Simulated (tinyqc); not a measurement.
Ellipsometry and reflectance of a transparent film on an absorbing substrate: one step of the calculation.

Air (index 1), film, substrate with N2 = n2 - i k2; time factor exp(+i w t). q_j = sqrt(N_j^2 - sin^2 th), root with positive real part. Fresnel coefficients r_s = (q_a - q_b)/(q_a + q_b), r_p = (N_b^2 q_a - N_a^2 q_b)/(N_b^2 q_a + N_a^2 q_b). tan(Psi) exp(i Delta) = R_p/R_s, Delta taken from 0 to 360 degrees.

Question. Interface coefficients and thickness period. q0, q1, q2 and the coefficients r01 and r12 for p and s; the results repeat in d with the period lam/(2 q1).

Parameters, values chosen for the exercise; indices close to those of hafnium oxide on silicon:
- lam = 632.8 nm (wavelength)
- th = 70 degrees (angle of incidence)
- n1 = 2.041 (index of the transparent film)
- n2 = 3.882 (index of the substrate)
- k2 = 0.019 (extinction coefficient of the substrate)

Find: q0; q1; q2; r01,p; r01,s; r12,p; r12,s; period.

Answer.

q0 = 0.34202
q1 = 1.8118
q2 = 3.7666-0.0196i
r01,p = -0.11959
r01,s = -0.68241
r12,p = 0.27013-0.00213i
r12,s = -0.35042+0.00228i
period = 174.63 nm

Numbers from tinyqc (`OMP_NUM_THREADS=1 python tinyqc.py 2870215 2870216 out.jsonl`; about 0.3 s on one thread of a shared Intel Xeon 2.30GHz).
